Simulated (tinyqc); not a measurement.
Lifetime against injection: carrier lifetime from Shockley-Read-Hall, radiative, Auger and surface recombination. Computed by tinyqc, a small Python program. Command: `OMP_NUM_THREADS=1 python tinyqc.py 3024310 3024311 out.jsonl lifetime walk`. One thread of a shared host (Intel(R) Xeon(R) Processor @ 2.30GHz), about 0.02 s of CPU time with the checks.

Energies are counted from the top of the valence band. Boltzmann statistics, full ionisation, and equal excess densities of electrons and holes.

Inputs (values chosen for the exercise, with bands modelled on GaP):

| quantity | value | unit |
|---|---|---|
| gap E_g | 2.26 | eV |
| electron mass m_e | 0.518 | m_0 |
| valleys M_c | 3 | - |
| hole mass m_h | 0.825 | m_0 |
| temperature T | 300 | K |
| doping N | 2.7e+14 | cm^-3 |
| trap level E_t | 0.797 | eV |
| trap density N_t | 8.2e+14 | cm^-3 |
| electron cross-section sigma_n | 5.8e-14 | cm^2 |
| hole cross-section sigma_p | 2.1e-16 | cm^2 |
| radiative coefficient B | 7.9e-15 | cm^3/s |
| Auger coefficient C_n | 5.1e-32 | cm^6/s |
| Auger coefficient C_p | 5.8e-31 | cm^6/s |

Doping: n-type. Surface term: none.

Constants: m_0 = 9.1093837015e-31 kg; k_B = 1.380649e-23 J/K; h = 6.62607015e-34 J s; k_B = 8.617333262e-05 eV/K.

Method:
- N_c = 2 M_c (2 pi m_e k_B T/h^2)^(3/2) and N_v = 2 (2 pi m_h k_B T/h^2)^(3/2), masses in units of m_0.
- n_i = sqrt(N_c N_v) exp(-E_g/2 k_B T); majority density N/2 + sqrt(N^2/4 + n_i^2), minority density n_i^2 over it.
- v = sqrt(3 k_B T/m) with m_e or m_h; tau_n0 = 1/(sigma_n v_n N_t), tau_p0 = 1/(sigma_p v_p N_t); n1 = N_c exp(-(E_g - E_t)/k_B T), p1 = N_v exp(-E_t/k_B T).
- With n = n_0 + dn, p = p_0 + dn and U/dn = 1/tau: (n p - n_i^2)/dn = n_0 + p_0 + dn = s; 1/tau_SRH = s/[tau_p0 (n + n1) + tau_n0 (p + p1)]; 1/tau_rad = B s; 1/tau_Aug = (C_n n + C_p p) s; the rates add.
- Rows stop below half the smaller effective density of states.

N_c = 2.80665e+19 cm^-3

N_v = 1.88041e+19 cm^-3

n_0 = 2.70e+14 cm^-3

p_0 = 2.11226e-14 cm^-3

tau_p0 = 4.51622e-07 s

n1 = 7.42796e-06 cm^-3

tau_n0 = 1.29570e-09 s

p1 = 767790 cm^-3

Lifetimes (s):

| dn (cm^-3) | SRH | radiative | Auger | effective | radiative efficiency | fastest channel |
|---|---|---|---|---|---|---|
| 1.00e+10 | 4.5162e-07 | 4.6881e-01 | 2.6884e+02 | 4.5162e-07 | 9.6335e-07 | SRH |
| 1.00e+11 | 4.5162e-07 | 4.6865e-01 | 2.6764e+02 | 4.5162e-07 | 9.6367e-07 | SRH |
| 1.00e+12 | 4.5163e-07 | 4.6709e-01 | 2.5623e+02 | 4.5163e-07 | 9.6689e-07 | SRH |
| 1.00e+13 | 4.5167e-07 | 4.5208e-01 | 1.7786e+02 | 4.5167e-07 | 9.9909e-07 | SRH |
| 1.00e+14 | 4.5197e-07 | 3.4211e-01 | 3.5159e+01 | 4.5197e-07 | 1.3211e-06 | SRH |
| 1.00e+15 | 4.5264e-07 | 9.9671e-02 | 1.2212e+00 | 4.5264e-07 | 4.5413e-06 | SRH |
| 1.00e+16 | 4.5288e-07 | 1.2325e-02 | 1.5398e-02 | 4.5285e-07 | 3.6741e-05 | SRH |
| 1.00e+17 | 4.5291e-07 | 1.2624e-03 | 1.5802e-04 | 4.5146e-07 | 3.5762e-04 | SRH |
| 1.00e+18 | 4.5292e-07 | 1.2655e-04 | 1.5843e-06 | 3.5125e-07 | 2.7756e-03 | SRH |

What does the comparison show, and why?

tau_SRH goes from 4.52e-7 s at low injection (the minority capture time, 4.52e-7 s) to 4.53e-7 s in the last row; at high injection it tends to tau_n0 + tau_p0 = 4.53e-7 s. Ruling channel by row: SRH from 1e10 cm^-3. Caution: the trap density is not small against the doping, so trapped charge breaks the equality of the excess densities.
